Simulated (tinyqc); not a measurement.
Length offset and series resistance from crossing lines.

Question. R_total = Rs + k (L - dL)/Vo with constant Rs, dL and k. Find k, dL and Rs.

R_total at (L, Vo) = (60, 0.36), (120, 0.36), (60, 0.87) and (120, 0.87), L in nm and Vo in V (ohm um): 267.63889  484.30556  161.16092  250.81609

Solution. At each overdrive R is a straight line in L with slope k/Vo; the two lines cross at L = dL, R = Rs.

k = 1.30 ohm um V/nm
dL = 9.70 nm
Rs = 86.0 ohm um

Computed by the program tinyqc: `OMP_NUM_THREADS=1 python tinyqc.py 2282067 2282068 out.jsonl`, one thread of a shared Intel Xeon 2.30GHz, about 0.05 s for the whole run.
